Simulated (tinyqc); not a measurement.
Worked calculation: cluster expansion of a binary alloy: correlations, fit, cross-validation and ground states. Computed by tinyqc, a small Python program that keeps every step. Command: `OMP_NUM_THREADS=1 python tinyqc.py 3030513 3030514 out.jsonl clex walk`. One thread of a shared host (Intel(R) Xeon(R) Processor @ 2.30GHz), about 0.2 s of CPU time with the checks. Intermediate numbers are printed to about 6 digits and carried at full precision; extremes and crossings named in words are read from the listed rows.

s = +1 for A and -1 for B. Energy per site E = J0 + J1 P(point) + sum over clusters of m V P, with P the mean product of spins; V > 0 on a pair favours unlike neighbours. Clusters per site m: pair 1 6, pair 2 3, pair 3 12, triplet 8; the triplet is the triangle of first neighbours. Formation energies are counted from the line between pure A and pure B, which removes J0 and J1.

Inputs (values chosen for the exercise, for a model alloy):

| quantity | value | unit |
|---|---|---|
| first-pair interaction V1 | 9.67 | meV |
| second-pair interaction V2 | -0.26 | meV |
| third-pair interaction V3 | -1.3 | meV |
| triplet interaction Vt | 0.65 | meV |
| noise amplitude | 1.5 | meV/site |
| temperature T | 430 | K |
| fraction x of B | 0.39 | - |

Lattice: fcc.

Constants: k_B = 8.617333262e-05 eV/K.

## Design matrix

correlations P, counted on periodic cells:
```
                      point    pair 1    pair 2    pair 3   triplet
A                   1.00000   1.00000   1.00000   1.00000   1.00000
A3B L1_2            0.50000   0.00000   1.00000   0.00000  -0.50000
A3B D0_22           0.50000   0.00000   0.66667   0.33333  -0.50000
A3B (001) layers    0.50000   0.33333   0.66667   0.00000   0.50000
A2B (001) layers    0.33333   0.11111   0.55556  -0.33333   0.33333
AB L1_0             0.00000  -0.33333   1.00000  -0.33333   0.00000
AB L1_1             0.00000   0.00000  -1.00000   0.00000   0.00000
A2B2 (001) layers   0.00000   0.33333   0.33333  -0.33333   0.00000
AB2 (001) layers   -0.33333   0.11111   0.55556  -0.33333  -0.33333
AB3 L1_2           -0.50000   0.00000   1.00000   0.00000   0.50000
AB3 D0_22          -0.50000   0.00000   0.66667   0.33333   0.50000
AB3 (001) layers   -0.50000   0.33333   0.66667   0.00000  -0.50000
B                  -1.00000   1.00000   1.00000   1.00000  -1.00000
```

Design matrix of formation energies: m (P - 1) for pairs and m (P(triplet) - P(point)) for the triplet; x = (1 - P(point))/2.

X:
```
                    pair 1   pair 2    pair 3  triplet
A                   0.0000   0.0000    0.0000   0.0000
A3B L1_2           -6.0000   0.0000  -12.0000  -8.0000
A3B D0_22          -6.0000  -1.0000   -8.0000  -8.0000
A3B (001) layers   -4.0000  -1.0000  -12.0000   0.0000
A2B (001) layers   -5.3333  -1.3333  -16.0000   0.0000
AB L1_0            -8.0000   0.0000  -16.0000   0.0000
AB L1_1            -6.0000  -6.0000  -12.0000   0.0000
A2B2 (001) layers  -4.0000  -2.0000  -16.0000   0.0000
AB2 (001) layers   -5.3333  -1.3333  -16.0000   0.0000
AB3 L1_2           -6.0000   0.0000  -12.0000   8.0000
AB3 D0_22          -6.0000  -1.0000   -8.0000   8.0000
AB3 (001) layers   -4.0000  -1.0000  -12.0000   0.0000
B                   0.0000   0.0000    0.0000   0.0000
```

## Formation energies

standard normal numbers for the noise (0 for the pure ends): A 0.000, A3B L1_2 -0.062, A3B D0_22 1.466, A3B (001) layers 0.395, A2B (001) layers 1.060, AB L1_0 0.773, AB L1_1 0.073, A2B2 (001) layers 0.516, AB2 (001) layers 0.788, AB3 L1_2 -0.739, AB3 D0_22 -0.771, AB3 (001) layers 0.947, B 0.000

Exact: X V with V = (V1, V2, V3, Vt). The data to fit add the noise amplitude times the normal numbers, standing for what the clusters leave out.

exact energies (meV/site): A 0.0000, A3B L1_2 -47.6200, A3B D0_22 -52.5600, A3B (001) layers -22.8200, A2B (001) layers -30.4267, AB L1_0 -56.5600, AB L1_1 -40.8600, A2B2 (001) layers -17.3600, AB2 (001) layers -30.4267, AB3 L1_2 -37.2200, AB3 D0_22 -42.1600, AB3 (001) layers -22.8200, B 0.0000

data (meV/site): A 0.0000, A3B L1_2 -47.7130, A3B D0_22 -50.3610, A3B (001) layers -22.2275, A2B (001) layers -28.8367, AB L1_0 -55.4005, AB L1_1 -40.7505, A2B2 (001) layers -16.5860, AB2 (001) layers -29.2447, AB3 L1_2 -38.3285, AB3 D0_22 -43.3165, AB3 (001) layers -21.3995, B 0.0000

## Normal equations for V1, V2, Vt

Leave out pair 3: A = X^T X and b = X^T E (E being the data with noise) over these three columns; solve A V = b. The root-mean-square error runs over the structures between the pure ends.

matrix A:
```
         V1      V2       Vt
V1  348.889  78.222    0.000
V2   78.222  47.556    0.000
Vt    0.000   0.000  256.000
```

b (meV): 2316.64  492.42  131.43

fitted V1, V2, Vt (meV): 6.84155  -0.89874  0.51341

root-mean-square error of the three-cluster fit = 5.45676 meV/site

The fit misses V1 by -2.83, V2 by -0.64 and Vt by -0.14 meV; the omitted V3 = -1.3 meV and the noise shift the fitted values.

## Which clusters to keep

For each set, H = X (X^T X)^-1 X^T over the structures between the ends; residual e = E - H E; leave-one-out error e_i/(1 - H_ii); both as root mean squares.

Fits:

| clusters | fit error (meV/site) | leave-one-out error (meV/site) | largest H_ii |
|---|---|---|---|
| V1 | 6.17372 | 6.7212 | 0.183439 |
| V1 V2 | 5.99254 | 10.8829 | 0.824987 |
| V1 V3 | 2.60842 | 3.1617 | 0.348390 |
| V1 V2 Vt | 5.45676 | 10.9883 | 0.824987 |
| V1 Vt | 5.65513 | 7.0719 | 0.353185 |
| V1 V2 V3 | 2.57694 | 3.3654 | 0.896047 |
| V1 V3 Vt | 0.81823 | 1.2934 | 0.515858 |
| V1 V2 V3 Vt | 0.71151 | 1.4988 | 0.896047 |

leave-one-out error without pair 3 = 10.9883 meV/site

leave-one-out error with all four = 1.49881 meV/site

The fit error can only fall as clusters are added, to 0.71 meV with all four. The leave-one-out error is least for V1 V3 Vt (1.29 meV), and all four give 1.50: the extra terms fit noise more than signal.

## Ground states by the convex hull

Height above the hull = E less the lowest straight line between two structures that bracket x (or the lowest structure at the same x). The three-term fit is X V with the fitted values.

Hull among these structures (meV/site):

| structure | x | exact E | above hull | fitted E | above hull, fit |
|---|---|---|---|---|---|
| A | 0.00000 | 0.0000 | 0.0000 | 0.0000 | 0.0000 |
| A3B L1_2 | 0.25000 | -47.6200 | 4.9400 | -45.1566 | 0.0000 |
| A3B D0_22 | 0.25000 | -52.5600 | 0.0000 | -44.2578 | 0.8987 |
| A3B (001) layers | 0.25000 | -22.8200 | 29.7400 | -26.4675 | 18.6891 |
| A2B (001) layers | 0.33333 | -30.4267 | 23.4667 | -35.2900 | 13.0586 |
| AB L1_0 | 0.50000 | -56.5600 | 0.0000 | -54.7324 | 0.0000 |
| AB L1_1 | 0.50000 | -40.8600 | 15.7000 | -35.6569 | 19.0756 |
| A2B2 (001) layers | 0.50000 | -17.3600 | 39.2000 | -25.5687 | 29.1637 |
| AB2 (001) layers | 0.66667 | -30.4267 | 16.5333 | -35.2900 | 7.5822 |
| AB3 L1_2 | 0.75000 | -37.2200 | 4.9400 | -36.9421 | 0.0000 |
| AB3 D0_22 | 0.75000 | -42.1600 | 0.0000 | -36.0433 | 0.8987 |
| AB3 (001) layers | 0.75000 | -22.8200 | 19.3400 | -26.4675 | 10.4746 |
| B | 1.00000 | 0.0000 | 0.0000 | 0.0000 | 0.0000 |

lowest exact formation energy = -56.56 meV/site

On the exact hull: A, A3B D0_22, AB L1_0, AB3 D0_22, B. The fit finds A, A3B L1_2, AB L1_0, AB3 L1_2, B instead; its root-mean-square error is 5.46 meV. A structure at zero height may lie on a tie line without being a vertex, and structures outside this list could lie lower.

## The random alloy and its short-range order

Random alloy: P(pair) = p^2, P(triplet) = p^3, p = 1 - 2x, so H_mix = (p^2 - 1) sum m V(pairs) + (p^3 - p) m Vt; G_mix = H_mix + k_B T [x ln x + (1 - x) ln(1 - x)]. To first order in 1/T the Warren-Cowley parameter of shell 1 is alpha_1 = -(1 - p^2) V_eff/(k_B T), V_eff = V1 + (number of triplets on a first-neighbour bond) p Vt, that number being 4.

mixing enthalpy H_mix = -40.7133 meV/site

mixing free energy G_mix = -65.4934 meV/site

alpha_1 = -0.263026

alpha_1 < 0: unlike neighbours are preferred. Caution: so large an alpha_1 is beyond the first-order expansion.

Checks made by the program: leave-one-out formula against refits (relative difference below 1e-10).
